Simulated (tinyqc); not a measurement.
Inside a calculation. Model: off-state leakage of single and stacked transistors.

tinyqc, about 0.03 s, one thread, Intel Xeon 2.30GHz (shared host): `OMP_NUM_THREADS=1 python tinyqc.py 2242230 2242231 out.jsonl` Printed values are rounded.

n-channel devices of unit width. Subthreshold current I(Vg, Vs, Vd) = I0 (T/300 K)^0.5 exp[(Vg - Vs - VT(T) - gb (Vs - Vb) + dd (Vd - Vs))/(nf Vt)] (1 - exp(-(Vd - Vs)/Vt)), VT(T) = VT - cT (T - 300 K). Gate-edge tunnelling Ig (Vd/1 V) exp(ag (Vd - 1 V)), for a gate at 0 V, and band-to-band leakage Ab u exp(-Bb/u), u = Vd - Vb + 1 V, flow at a drain held at V; both are taken as independent of T. In a stack of off transistors (all gates at 0 V) the same subthreshold current passes through each.

Values chosen for this exercise; values of the order met in bulk silicon logic transistors:
```
symbol   value       unit                                             meaning
T          398          K                                         temperature
V          0.8          V                                      supply voltage
VT        0.29          V        threshold at 300 K, zero drain and body bias
cT         0.9       mV/K              fall of the threshold with temperature
I0        0.14      uA/um                       current at threshold at 300 K
nf        1.21                                                   slope factor
dd        0.08                                drain-induced lowering per volt
gb        0.17             rise of the threshold per volt of source-body bias
Ig      0.0001      uA/um                 gate-edge tunnelling current at 1 V
ag         4.6        1/V               exponential slope of the gate current
Ab          80  uA/(um V)      prefactor of band-to-band leakage at the drain
Bb          22          V                             its exponential voltage
Vb        -0.6          V                                        body voltage
```

Constants: q = 1.602176634e-19 C, kB = 1.380649e-23 J/K, Vt = kB T/q. Results are converted to the units shown.

## Leakage of one transistor

Vg = Vs = 0, Vd = V; effective threshold VT(T) - gb Vb - dd V.

effective threshold = 0.2398 V
parts (nA/um): subthreshold 0.4988618, gate edge 0.03188152, band-to-band 20.05712
total = 20.58786 nA/um
shares (%): subthreshold 2.423088, gate edge 0.1548559, band-to-band 97.42206

The band-to-band part is the largest.

## Starting value

Vx = dd V/(1 + gb + 2 dd), the solution for Vx well above Vt, rounded to three decimals.

Vx at the start = 0.048 V

## Iteration 1: new Vx

Stack of two, Vx the node between them: I_low = I(0, 0, Vx), I_up = I(0, Vx, V), f = ln(I_up/I_low), f' = -(1 + gb + 2 dd)/(nf Vt) - 1/(Vt (exp(Vx/Vt) - 1)) - 1/(Vt (exp((V - Vx)/Vt) - 1)), Vx(new) = Vx - f/f'.

I_low = 0.08817844 nA/um
I_up = 0.1175100 nA/um
f = 0.2871611
f' = -41.59795 1/V
Vx after iteration 1 = 0.05490325 V

## Iteration 2: new Vx

As before.

I_low = 0.09469542 nA/um
I_up = 0.09544890 nA/um
f = 0.007925382
f' = -39.41701 1/V
Vx after iteration 2 = 0.05510432 V

## Course of the iteration

Stop when the step is below 1e-11 V, or after 40 iterations.

Course of the iteration:
```
iteration	Vx before the step (V)	step (V)
1	0.048	6.90e-3
2	0.05490325	2.01e-4
3	0.05510432	1.38e-7
4	0.05510445	6.43e-14
```

Converged in 4 iterations. The subthreshold current of the stack is 0.09487 nA/um, 5.26 times less than that of one transistor (the drain leakage is unchanged); the estimate exp[dd V (1 + gb + dd)/((1 + gb + 2 dd) nf Vt)] gives 4.26.
